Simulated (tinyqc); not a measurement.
Depletion-mode phase shifter in a rib waveguide and its Mach-Zehnder modulator: one step of the calculation.

A lateral p-n junction at x0 in a waveguide whose mode intensity is a Gaussian of rms width s about x = 0; p side at smaller x. Reverse bias removes carriers and raises the index. Abrupt junction, doping uniform over the whole mode, lumped electrode (no travelling-wave effects).

Task. Index and absorption of the doped regions. Free-carrier changes (empirical, N and P in cm^-3): |dn| = 8.5e-18 P^0.8 for holes, 8.8e-22 N for electrons; absorption 6e-18 P and 8.5e-18 N in 1/cm.

Inputs (values chosen for the exercise):
```
symbol,value,unit,meaning
Na,1.4e18,cm^-3,acceptor density
Nd,5.6e17,cm^-3,donor density
```

Find: dn_h; dn_e; a_h; a_e.

Result.

dn_h = 0.0027946
dn_e = 4.9280e-4
a_h = 8.4000 1/cm
a_e = 4.7600 1/cm

Index change per unit absorption: holes 3.33 um, electrons 1.04 um, a ratio of 3.21.

Numbers from tinyqc (`OMP_NUM_THREADS=1 python tinyqc.py 2650005 2650006 out.jsonl`; about 0.01 s on one thread of a shared Intel Xeon 2.30GHz).
